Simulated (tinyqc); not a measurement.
# MOS inversion layer, Poisson-Schroedinger loop, step by step

Numbers from tinyqc (`OMP_NUM_THREADS=1 python tinyqc.py 2160116 2160117 out.jsonl`; about 0.5 s on one thread of a shared Intel Xeon 2.30GHz). Printed values are rounded.

Electrons confined at an insulator interface at z = 0, treated as a hard wall; parabolic valleys, Hartree approximation, no image or exchange terms. The depletion charge lies far deeper than the electrons and gives a uniform field q Nd/(eps0 eps_r); the gate balances all charge. Energies are counted from the band edge at the interface.

Values chosen for this exercise; masses and permittivity close to those of silicon (111):
```
symbol,value,unit,meaning
T,300,K,temperature
eps_r,11.5,,relative permittivity
mz1,0.261,m0,mass along z of valley set A (6 valley(s))
md1,0.354,m0,in-plane density-of-states mass of set A
Ns,2.2e12,cm^-2,sheet density of electrons
Nd,6.4e11,cm^-2,sheet density of depletion charge
hz,1.1,nm,mesh step
a,0.3,,mixing factor
```

Constants: q = 1.602176634e-19 C, kB = 1.380649e-23 J/K, hbar = 1.054571817e-34 J s, m0 = 9.1093837015e-31 kg, Vt = kB T/q, eps0 = 8.8541878128e-14 F/cm where lengths are in cm, hbar^2/(2 m0) = 0.0380998212 eV nm^2. Results are converted to the units shown.

## Fixed part of the potential

z, node 1 to 14 (nm): [1.1, 2.2, 3.3, 4.4, 5.5, 6.6, 7.7, 8.8, 9.9, 11, 12.1, 13.2, 14.3, 15.4]

V0 = q Nd z/(eps0 eps_r) in eV.

fixed potential V0, node 1 to 14 (eV): [0.0110774, 0.0221547, 0.0332321, 0.0443095, 0.0553868, 0.0664642, 0.0775416, 0.0886189, 0.0996963, 0.1107737, 0.1218510, 0.1329284, 0.1440058, 0.1550831]

## Round 1: levels and probability densities

self-consistent potential U at the start, node 1 to 14 (eV): [0, 0, 0, 0, 0, 0, 0, 0, 0, 0, 0, 0, 0, 0]

Tridiagonal Hamiltonian with psi = 0 one step beyond both ends: H_ii = C (1/m_(i-1/2) + 1/m_(i+1/2))/hz^2 + V0_i + U_i, H_(i,i+1) = -C/(m_(i+1/2) hz^2), C = hbar^2/(2 m0). The lowest 2 level(s) are kept, normalised to hz sum |psi|^2 = 1. The mass is the same on all intervals.

levels (eV): A1 0.05695359, A2 0.09895450
|psi|^2 of A1, node 1 to 14 (1/nm): [0.0768005, 0.2014884, 0.2412214, 0.1908284, 0.1134013, 0.0539586, 0.0213571, 0.0072133, 0.0021173, 0.0005475, 0.0001260, 0.0000259, 0.0000046, 0.0000006]
|psi|^2 of A2, node 1 to 14 (1/nm): [0.0718559, 0.1161858, 0.0386797, 0.0029876, 0.0790911, 0.1650325, 0.1779544, 0.1314616, 0.0741167, 0.0337035, 0.0127492, 0.0040537, 0.0010469, 0.0001723]

## Round 1: Fermi level and occupations

Level k holds N_k = D_k Vt ln(1 + exp((EF - E_k)/Vt)) with D = 6 md1 m0 q/(pi hbar^2) per eV (spin included); EF is fixed by sum N_k = Ns.

EF = -0.007400707 eV
N_k (cm^-2): A1 1.828180e12, A2 3.718196e11

## Round 1: density, output potential and mixing

n_i = sum_k N_k |psi_k|^2 (converted to cm^-3). Hartree part by Gauss: on the interval before node i the electrons still beyond are S_i = Ns - hz sum_(j<i) n_j, and U_i = U_(i-1) + q S_i hz/(eps0 eps_r) in eV, U_0 = 0 at the interface. Mixing: U(new) = U + a (U(out) - U).

n, node 1 to 14 (in units of 1e18 cm^-3): [1.671226, 4.115573, 4.553782, 3.499795, 2.367257, 1.600083, 1.052116, 0.620673, 0.314288, 0.135326, 0.049707, 0.015545, 0.003977, 0.000651]
U(out), node 1 to 14 (eV): [0.0380784, 0.0729750, 0.1000358, 0.1184266, 0.1301541, 0.1373744, 0.1415484, 0.1437192, 0.1447082, 0.1450989, 0.1452320, 0.1452704, 0.1452792, 0.1452804]
U after round 1, node 1 to 14 (eV): [0.01142353, 0.02189250, 0.03001075, 0.03552798, 0.03904622, 0.04121233, 0.04246451, 0.04311575, 0.04341247, 0.04352968, 0.04356960, 0.04358112, 0.04358376, 0.04358413]

## Round 2: levels and probability densities

As before.

levels (eV): A1 0.0856552, A2 0.1353505
|psi|^2 of A1, node 1 to 14 (1/nm): [0.1206632, 0.2630568, 0.2515272, 0.1575994, 0.0746966, 0.0287342, 0.0093428, 0.0026345, 0.0006554, 0.0001456, 0.0000291, 0.0000053, 0.0000008, 0.0000001]
|psi|^2 of A2, node 1 to 14 (1/nm): [0.0875147, 0.0991845, 0.0091575, 0.0326680, 0.1398851, 0.1939781, 0.1646871, 0.1021364, 0.0500777, 0.0202676, 0.0069411, 0.0020276, 0.0004887, 0.0000767]

## Round 2: Fermi level and occupations

As before.

EF = 0.02248552 eV
N_k (cm^-2): A1 1.910430e12, A2 2.895700e11

## Round 2: density, output potential and mixing

As before.

n, node 1 to 14 (in units of 1e18 cm^-3): [2.558602, 5.312724, 4.831769, 3.105423, 1.832093, 1.110649, 0.655373, 0.346086, 0.157530, 0.061470, 0.020655, 0.005972, 0.001431, 0.000224]
U(out), node 1 to 14 (eV): [0.0380784, 0.0712855, 0.0943776, 0.1082703, 0.1162506, 0.1207426, 0.1231202, 0.1242499, 0.1247207, 0.1248916, 0.1249454, 0.1249599, 0.1249631, 0.1249635]
U after round 2, node 1 to 14 (eV): [0.01942001, 0.03671040, 0.04932079, 0.05735068, 0.06220752, 0.06507143, 0.06666120, 0.06745599, 0.06780494, 0.06793825, 0.06798234, 0.06799476, 0.06799756, 0.06799795]

## Course of the self-consistent loop

Start from U = 0. Stop when the largest |U(out) - U| is below 1e-7 eV, or after 120 rounds.

Course of the iteration:
```
round  level A1 (eV)       EF (eV)  largest |U(out) - U| (eV)
1         0.05695359  -0.007400707                      0.145
2         0.08565517    0.02248552                     0.0814
3          0.1027972    0.04014936                     0.0481
4          0.1136626    0.05125639                     0.0296
5          0.1207485    0.05845549                     0.0188
6          0.1254457    0.06320415                     0.0123
7          0.1285930    0.06637280                    8.15e-3
8          0.1307179    0.06850484                    5.50e-3
9          0.1321608    0.06994862                    3.72e-3
...              ...           ...                        ...
30         0.1353124    0.07308769                    1.63e-6
31         0.1353129    0.07308814                    1.14e-6
32         0.1353132    0.07308845                    7.93e-7
33         0.1353134    0.07308866                    5.52e-7
34         0.1353136    0.07308881                    3.85e-7
35         0.1353137    0.07308892                    2.68e-7
36         0.1353137    0.07308899                    1.87e-7
37         0.1353138    0.07308904                    1.30e-7
38         0.1353138    0.07308908                    9.08e-8
```

Converged in 38 rounds. Towards the end the residual shrinks by a factor of about 0.70 a round.

## Converged levels, occupations and centroid

converged U, node 1 to 14 (eV): [0.0380784, 0.0685479, 0.0868668, 0.0965568, 0.1016581, 0.1043526, 0.1056942, 0.1062924, 0.1065263, 0.1066062, 0.1066300, 0.1066361, 0.1066373, 0.1066375]

Solve for the levels with V0 + U, find EF, n_i = sum_k N_k |psi_k|^2 (in cm^-3); share of each level N_k/Ns; centroid sum n z/sum n.

levels (eV): A1 0.1353138, A2 0.1929279
EF = 0.07308908 eV
shares (%): A1 89.93484, A2 10.06516
n, node 1 to 14 (in units of 1e18 cm^-3): [3.996421, 6.381930, 4.532171, 2.410085, 1.264148, 0.710631, 0.390412, 0.191334, 0.080918, 0.029460, 0.009288, 0.002536, 0.000579, 0.000088]
centroid = 3.080518 nm

An 800-node mesh to 25 nm with 8 levels a set gives A1 = 0.1374 eV, EF = 0.07485 eV and a centroid of 3.278 nm; the levels kept above hold 97.4 % of the electrons there. The coarse centroid is 6.0 % below the fine one.

## Closed-form estimates

Triangular well: E_k = a_k (C F^2/mz)^(1/3), a_1 = 2.338107, a_2 = 4.087949, C = hbar^2/(2 m0), F in eV/nm. Fang-Howard (all electrons in the lowest level of set A): b^3 = 6 (mz1/C) q (Nd + 11 Ns/32)/(eps0 eps_r), centroid 3/b, level C b^2/(4 mz1) + (3/b) q (Nd + 11 Ns/16)/(eps0 eps_r). Use F = q (Nd + Ns)/(eps0 eps_r), the surface field, and F = q (Nd + Ns/2)/(eps0 eps_r).

A1 with the surface field = 0.1550292 eV
A1 with Nd + Ns/2 = 0.1118323 eV
A2 with Nd + Ns/2 = 0.1955277 eV
b = 0.9665670 1/nm
Fang-Howard centroid = 3.103768 nm
Fang-Howard level = 0.1392173 eV

Against the self-consistent A1 = 0.1374 eV on a fine mesh, the surface-field estimate is 13 % above it, the half-charge one 19 % below it and Fang-Howard 1.3 % above it. A1 holds 88.7 % of the electrons, and the Fang-Howard centroid is 5.3 % below the full one.
